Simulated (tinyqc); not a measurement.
Carrier lifetime from Shockley-Read-Hall, radiative, Auger and surface recombination: one step, computed by the program tinyqc.

Energies are counted from the top of the valence band. Boltzmann statistics, full ionisation, and equal excess densities of electrons and holes.

Question. Capture times and SRH densities. v = sqrt(3 k_B T/m) with m_e or m_h; tau_n0 = 1/(sigma_n v_n N_t), tau_p0 = 1/(sigma_p v_p N_t); n1 = N_c exp(-(E_g - E_t)/k_B T), p1 = N_v exp(-E_t/k_B T).

Inputs (values chosen for the exercise, with bands modelled on GaAs):
```
quantity                          value   unit
gap E_g                            1.44     eV
electron mass m_e                0.0684    m_0
hole mass m_h                      0.55    m_0
temperature T                       350      K
doping N                        2.4e+14  cm^-3
trap level E_t                     1.21     eV
trap density N_t                7.4e+13  cm^-3
electron cross-section sigma_n  3.2e-16   cm^2
hole cross-section sigma_p      2.6e-14   cm^2
```

Doping: p-type. Surface term: two equal surfaces.

N_c = 5.656872e+17 cm^-3

N_v = 1.289841e+19 cm^-3

Constants: k_B = 1.380649e-23 J/K; m_0 = 9.1093837015e-31 kg; k_B = 8.617333262e-05 eV/K.

Give: v_n; v_p; tau_n0; tau_p0; n1; p1.

Answer.

v_n = 4.824e+07 cm/s

v_p = 1.701e+07 cm/s

tau_n0 = 8.755e-07 s

tau_p0 = 3.056e-08 s

n1 = 2.759e+14 cm^-3

p1 = 48.67 cm^-3

Caution: the trap density is not small against the doping, so trapped charge breaks the equality of the excess densities.
